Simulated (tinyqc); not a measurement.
Angle series: uniform film or islands? Model: X-ray photoelectron analysis of a thin oxide on a semiconductor: attenuation lengths, thickness, angle series and band offsets. Computed by tinyqc, a small Python program. Command: `OMP_NUM_THREADS=1 python tinyqc.py 3111460 3111461 out.jsonl xps walk`. One thread of a shared host (Intel(R) Xeon(R) Processor @ 2.30GHz), about 0.01 s of CPU time with the checks.

The same element is seen in the oxide and in the substrate, at nearly the same kinetic energy; films are flat and uniform, and the work function is ignored.

Inputs (values chosen for the exercise, modelled on SiO2 on silicon):
```
quantity                                           value     unit
photon energy                                     1486.6       eV
binding energy of the core level                    99.4       eV
oxide density                                       2.18   g/cm^3
oxide formula mass                                 60.08    g/mol
valence electrons per oxide formula                   16        -
oxide gap                                           8.87       eV
substrate density                                   2.33   g/cm^3
substrate formula mass                             28.09    g/mol
valence electrons per substrate formula                4        -
substrate gap                                       1.12       eV
oxide thickness d                                    5.1       nm
emission angle from the normal                        45  degrees
attenuation length over inelastic mean free path    0.87        -
carbon overlayer                                     0.3       nm
```

Method:
- TPP-2M: lambda = E/(E_p^2 [b ln(c E) - C/E + D/E^2]) in angstrom, E_p = 28.8 sqrt(N_v rho/M), b = -0.10 + 0.944/sqrt(E_p^2 + E_g^2) + 0.069 rho^0.1, c = 0.191/sqrt(rho), U = N_v rho/M, C = 1.97 - 0.91 U, D = 53.4 - 20.8 U, with E = photon energy less binding energy in eV.
- Attenuation length L = factor x lambda.
- R_0 = (rho_o/M_o) L_o/((rho_s/M_s) L_s); peak ratio R = I_ox/I_sub = R_0 [exp(d/(L_o cos theta)) - 1]; hence d = L_o cos theta ln(1 + R/R_0). A carbon layer weakens both peaks alike, by exp(-d_C/(L_o cos theta)) if its L is taken equal to L_o. This R_0 leaves out intrinsic losses from the substrate peak, so calibrated values can be larger.
- Islands: half of the surface carries 2 d and half none, R = R_0 (1/2)(1 - t)/(1/2 + t/2) with t = exp(-2 d/(L_o cos theta)); the apparent thickness is read with the uniform formula.

R_0 = 0.550327

L in the oxide = 3.38176 nm

Against the angle:
```
theta (degrees)  R, uniform  R, islands  apparent d, islands (nm)
0                      1.94     0.49893                    2.1823
20                     2.19     0.50762                    2.0769
35                     2.92     0.52330                    1.8513
45                     4.09     0.53508                    1.6241
55                     7.08     0.54463                    1.3344
65                    18.97     0.54945                    0.9895
75                   186.16     0.55032                    0.6067
```

A uniform film gives d = 5.1 nm at every angle. The island film of the same volume reads 2.18 nm at normal emission and 0.607 nm at 75 degrees; its ratio cannot pass R_0, since the bare half always shows the substrate.

Extremes, crossings and ranges named in words are read from the listed rows.
